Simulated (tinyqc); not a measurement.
Worked calculation: three-band (Emery) model of a CuO2 plane downfolded to one band. Values are carried at full precision from step to step, so a last printed digit may differ when a step is redone from the rounded ones.

Electron picture, d at 0 and the oxygen p orbitals at -D; sx = sin(kx a/2), sy = sin(ky a/2). H = [[0, 2 tpd sx, -2 tpd sy], [., -D, -4 tpp sx sy], [., ., -D]], real and symmetric. The top (antibonding) band crosses the Fermi level.

Values chosen for the exercise (of the size used for cuprate planes; not measured data): D = 2.9 eV (ed - ep); tpd = 1.45 eV (d-p hopping); tpp = 0.29 eV (p-p hopping); k = (0.94, 0.29) pi/a (wave vector).

## H at one k

Fill in the matrix.

sx, sy: 0.99556  0.43994

H (eV), lower triangle:
```
          d       px       py
d         0
px   2.8871  -2.9000
py  -1.2758  -0.5081  -2.9000
```

## Exact levels

Diagonalise.

levels (eV): -4.7175  -3.2266  2.1441

weights of the top band: d 0.6834, px 0.2493, py 0.0673

## Loewdin downfolding onto d

h(E) = H_dd + V (E - H_pp)^-1 V^T with V = H_dp. The level solves E = h(E). Newton: start at E = 0, set Z = 1/(1 - dh/dE) = 1/(1 + |(E - H_pp)^-1 V^T|^2) and E(new) = E + Z (h - E); stop when the step is below 1e-9 eV.

Iterations:
```
i   E (eV)  h(E) (eV)       Z
0  0.00000    4.00353  0.3808
1  1.52441    2.47573  0.6179
2  2.11226    2.15894  0.6804
3  2.14402    2.14412  0.6834
4  2.14409    2.14409  0.6834
```

The first value, h(0) = 4.0035 eV, is the energy-independent downfolding; the root is 2.1441 eV, so h(0) is 87 % too high. The final Z is the d weight of the state.

## Hoppings of the top band

One-band form E = e0 - 2t (cos kx + cos ky) - 4t' cos kx cos ky - 2t'' (cos 2kx + cos 2ky) - 4t''' (cos 2kx cos ky + cos kx cos 2ky), k in 1/a. Each hopping is minus the mean of E cos(m kx) cos(n ky) over a 12 x 12 mesh, k = (j + 1/2) 2 pi/12.

Fourier coefficients of the exact top band.

e0, t, t', t'', t''' (eV): 1.8535  0.4007  0.0138  0.0293  0.0042

t'/t = 0.034

## The one-band model at k

Evaluate the one-band form at k with e0 and t alone, with t' added, and with all four hoppings.

E (eV): (t alone) 2.1495, (t and t') 2.1827, (all four) 2.1292

The three-band value is 2.1441 eV.

## Checks

- Top level at (1,1) against the root of E (E + D - 4 tpp) = 8 tpd^2: both 3.32248.

Program tinyqc; command `OMP_NUM_THREADS=1 python tinyqc.py 1450023 1450024 out.jsonl`; about 0.02 s on one thread of a shared Intel(R) Xeon(R) Processor @ 2.30GHz.
